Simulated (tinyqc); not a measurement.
Stress in a transistor channel from embedded alloy regions, liners and fins, by half-space elasticity. Inputs raised by 5 %, one at a time. Computed by tinyqc, a small Python program. Command: `OMP_NUM_THREADS=1 python tinyqc.py 3002732 3002733 out.jsonl stressor sens`. One thread of a shared host (Intel(R) Xeon(R) Processor @ 2.30GHz), about 0.04 s of CPU time with the checks.

Plane strain in an isotropic half-space, the same constants everywhere; x along the channel from its centre, y downwards from the free surface; stress is positive in tension.

Inputs (values chosen for the exercise, modelled on silicon): alloy fraction x = 0.011; lattice change per unit x, beta = -0.461; Young's modulus E = 166 GPa; Poisson ratio nu = 0.27; channel length L = 96 nm; length of each stressor S = 85 nm; recess depth d = 25 nm; depth of the field point y = 5.2 nm; liner stress = 2.3 GPa; liner thickness t = 20 nm; longitudinal piezoresistance coefficient = -32.5 1e-11/Pa; vertical piezoresistance coefficient = 56 1e-11/Pa.

Stressor: Si(1-x)C(x) source and drain.

Method:
- Misfit e = beta x. A fully constrained inclusion holds the stress -p with p = E e/(1 - 2 nu); a blanket film would hold -E e/(1 - nu) in the plane.
- A line element dA of misfit at (a, c) in the half-space gives, with C = E e/(2 pi (1 - nu)), X = x - a, r1^2 = X^2 + (y - c)^2, r2^2 = X^2 + Y^2, Y = y + c: s_xx = -C dA {[X^2 - (y - c)^2]/r1^4 + 3 [X^2 - Y^2]/r2^4 + 4 y Y (Y^2 - 3 X^2)/r2^6}, s_yy = C dA {[X^2 - (y - c)^2]/r1^4 - [X^2 - Y^2]/r2^4 + 4 y Y (Y^2 - 3 X^2)/r2^6}. These are integrated over two rectangles, L/2 < |a| < L/2 + S, 0 < c < d (closed form in a, 200 Gauss-Legendre points in c).
- At x = y = 0 the integral is s_xx = -(4/pi) [E e/(1 - nu)] [arctan(2 d/L) - arctan(d/(L/2 + S))].
- The liner over source and drain ends at the gate, x = -/+ L/2, and pulls there with the force per width F = (liner stress) t along the surface. A tangential line force gives s_xx = (2 F/pi) X^3/(X^2 + y^2)^2 at the distance X; two of them add at the centre, X = L/2. For L > 3.5 y the concentrated force is an upper bound.
- d mu/mu = -(pi_L s_xx + pi_z s_yy) for the embedded regions alone; the stress across the width is left out.

Runs:
```
input moved                      from      to  s_yy (MPa)  s_xx at the surface (MPa)  mobility change (%)  s_xx from the liner (MPa)
base run                            -       -       4.554                      432.2                12.46                       1192
Young's modulus E (GPa)           166   174.3       4.782                      453.8                13.08                       1192
Poisson ratio nu                 0.27  0.2835       4.640                      440.3                12.69                       1192
channel length L (nm)              96   100.8       4.119                      408.0                11.85                       1138
length of each stressor S (nm)     85   89.25       4.587                      440.5                12.71                       1192
depth of the field point y (nm)   5.2    5.46       4.986                      432.2                12.35                       1189
liner stress (GPa)                2.3   2.415       4.554                      432.2                12.46                       1252
liner thickness t (nm)             20      21       4.554                      432.2                12.46                       1252
```

Exponents ln(y'/y) / ln(x'/x):
```
input                         s_yy  s_xx at the surface  mobility change  s_xx from the liner
Young's modulus E            1.000                1.000            1.000                0.000
Poisson ratio nu             0.383                0.383            0.383                0.000
channel length L            -2.060               -1.181           -1.023               -0.956
length of each stressor S    0.148                0.388            0.422                0.000
depth of the field point y   1.855                0.000           -0.172               -0.049
liner stress                 0.000                0.000            0.000                1.000
liner thickness t            0.000                0.000            0.000                1.000
```

Which inputs matter most for each result?

Among the inputs moved here: s_yy answers most in size to channel length L (exponent -2.060), next to depth of the field point y (+1.855); its exponent is below 0.0005 for liner stress, liner thickness t. s_xx at the surface answers most in size to channel length L (exponent -1.181), next to Young's modulus E (+1.000); its exponent is below 0.0005 for depth of the field point y, liner stress, liner thickness t. Mobility change answers most in size to channel length L (exponent -1.023), next to Young's modulus E (+1.000); its exponent is below 0.0005 for liner stress, liner thickness t. s_xx from the liner answers most in size to liner thickness t (exponent +1.000), and about equally to liner stress (+1.000); its exponent is below 0.0005 for Young's modulus E, Poisson ratio nu, length of each stressor S. Its exponent -0.956 in channel length L: the field of a line force. Its exponent +1.000 in liner thickness t: force is stress times thickness.
